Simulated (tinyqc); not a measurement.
Poole-Frenkel parameters from three currents.

Inverse problem. Poole-Frenkel conduction in an insulator follows J = s0 F exp[-(pt - sqrt(q F/(pi eps0 ei)))/Vt], Vt = kB T/q, F in V/cm. Find ei, pt and s0.

Constants: q = 1.602176634e-19 C, kB = 1.380649e-23 J/K, eps0 = 8.8541878128e-14 F/cm where lengths are in cm. Results are converted to the units shown.

J at (1.12 MV/cm, 325 K), (4.5 MV/cm, 325 K) and (4.5 MV/cm, 375 K) (A/cm^2): [2.0500948e-7, 1.3803339, 6.0105621]

Solution. The two fields give the lowering coefficient and so ei; the two temperatures give the lowered barrier, to which the lowering is added back.

ei = 4.040
pt = 1.110 eV
s0 = 0.01900 S/cm

tinyqc, about 0.01 s, one thread, Intel Xeon 2.30GHz (shared host): `OMP_NUM_THREADS=1 python tinyqc.py 2370078 2370079 out.jsonl`
